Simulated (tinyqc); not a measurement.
# Channel mobility from two channel lengths

Inverse problem. Two power MOSFETs differ only in channel length: R_on = R_rest + Lc (Wp + a)/(2 mch Cox Vov), Cox = 3.9 eps0/tox. Find mch and R_rest.

Parameters, values chosen for the exercise: gate oxide thickness (eps_r 3.9) tox = 36 nm; gate overdrive Vov = 7 V; width of the p body in one cell, channels included Wp = 7.2 um; gap between neighbouring p bodies a = 3.2 um.

Constants: eps0 = 8.8541878128e-14 F/cm where lengths are in cm. Results are converted to the units shown.

R_on at Lc = 0.72 and 2 um (mohm cm^2): [4.3227772, 7.7410478]

Answer. R_on is a straight line in Lc; its slope gives mch and its intercept the rest.

mch = 29.00 cm^2/(V s)
R_rest = 2.400 mohm cm^2

Computed by the program tinyqc: `OMP_NUM_THREADS=1 python tinyqc.py 2230015 2230016 out.jsonl`, one thread of a shared Intel Xeon 2.30GHz, about 0.01 s for the whole run.
